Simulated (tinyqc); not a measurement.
Comparisons within one model: tight-binding t2g bands of a cubic perovskite. A value that a table varies takes the place of the one given here.

Orbitals yz, zx, xy (X, Y, Z below) times spin. E_xy = Dt + 2t (2 - cos x - cos y) + 2 td (1 - cos z) + 4 t2 (1 - cos x cos y) with x = kx a and so on; yz and zx follow by cyclic change, without Dt. Spin-orbit term -(Dso/3) L.sigma + Dso/3 with (L_k)_ij = -i epsilon_kij in X, Y, Z: for Dt = 0 the quartet lies at 0 and the doublet at Dso.

Constants: hbar^2/2m0 = 3.80998211 eV angstrom^2.

Parameters, chosen for this exercise (of the size met in SrTiO3 and KTaO3; the results hold for these values, not for the real material): t = 0.539 eV (strong hopping); td = 0.024 eV (weak hopping); t2 = 0.065 eV (diagonal hopping in the plane of the orbital); Dso = 0.015 eV (spin-orbit splitting at Gamma); Dt = 0 eV (shift of xy (tetragonal field or confinement)); a = 3.928 angstrom (lattice constant); k = (0.21, 0.07, 0.02) 2 pi/a (wave vector).

## Bands along [100] with and without spin-orbit coupling

k = (x,0,0). The plain columns hold the three orbital energies without spin-orbit coupling, sorted.

Levels (eV):
```
x (2 pi/a),plain 1,plain 2,plain 3,pair 1,pair 2,pair 3
0.00,0.0000,0.0000,0.0000,0.0000,0.0000,0.0150
0.02,0.0004,0.0106,0.0106,0.0026,0.0106,0.0233
0.04,0.0015,0.0420,0.0420,0.0054,0.0420,0.0531
0.06,0.0034,0.0940,0.0940,0.0079,0.0940,0.1045
0.10,0.0092,0.2555,0.2555,0.0140,0.2555,0.2657
0.15,0.0198,0.5515,0.5515,0.0247,0.5515,0.5616
0.20,0.0332,0.9245,0.9245,0.0381,0.9245,0.9346
0.30,0.0628,1.7515,1.7515,0.0678,1.7515,1.7615
0.50,0.0960,2.6760,2.6760,0.1010,2.6760,2.6860
```

How do the results move?

At the zone edge the heavy yz band has risen by 0.096 eV (4 td) and the light ones by 2.676 eV (4t + 8 t2). Spin-orbit coupling mixes the orbitals while their spacing is below Dso = 0.015 eV: the lowest pair lies +2.2 meV from the plain band at x = 0.02 and +5.0 meV at the edge, where yz has parted from the other two and its offset tends to Dso/3 = 5.0 meV; zx and xy, 0 meV apart without the coupling, still mix there.

## Order of the levels against the shift of xy

Levels at Gamma, the xy weight of the lowest pair and its mass along [100] from m/m0 = c q^2/(E(q) - E(0)), q = 0.001 (2 pi/a).

At Gamma:
```
Dt (eV),pair 1 (eV),pair 2 (eV),pair 3 (eV),xy weight of pair 1,mass (m0)
-0.30,-0.2952,0.0000,0.0102,0.999,0.369
-0.15,-0.1453,0.0000,0.0103,0.998,0.369
-0.08,-0.0756,0.0000,0.0106,0.993,0.370
-0.03,-0.0264,0.0000,0.0114,0.964,0.376
-0.01,-0.0078,0.0000,0.0128,0.864,0.395
0.01,0.0000,0.0050,0.0200,0.000,0.714
0.03,0.0000,0.0081,0.0369,0.000,0.714
0.08,0.0000,0.0093,0.0857,0.000,0.714
0.15,0.0000,0.0097,0.1553,0.000,0.714
```

What can be read from the table?

For Dt > 0 the lowest pair is the pure yz, zx combination at 0, with mass 0.714 at Dt = 0.15 eV. For Dt < 0 it gains xy weight, 0.86 at -0.01 and 1.00 at -0.3 eV, and its mass tends to the light value 0.369; the scale of the change is Dso = 0.015 eV.

## What each parameter does

The three pairs at k. Each row changes one parameter from the base and keeps the others.

Results:
```
case,pair 1 (eV),pair 2 (eV),pair 3 (eV)
base,0.1787,1.0236,1.1197
t = 0.5929 eV,0.1898,1.1055,1.2109
td = 0.036 eV,0.1967,1.0259,1.1199
t2 = 0.085 eV,0.1869,1.0839,1.1817
Dso = 0.0195 eV,0.1802,1.0249,1.1214
Dt = -0.03 eV,0.1787,1.0235,1.0898
```

What can be read from the table?

The largest shifts from the base row, up to three for each result and ties (the steps differ in size, so this ranks the rows, not the parameters). pair 1 (eV): td +0.0180, t +0.0111, t2 +0.0082; unchanged at the printed digits by Dt. pair 2 (eV): t +0.0819, t2 +0.0603, td +0.0023. pair 3 (eV): t +0.0912, t2 +0.0620, Dt -0.0299.

Program tinyqc; command `OMP_NUM_THREADS=1 python tinyqc.py 1480677 1480678 out.jsonl`; about 0.01 s on one thread of a shared Intel(R) Xeon(R) Processor @ 2.30GHz.
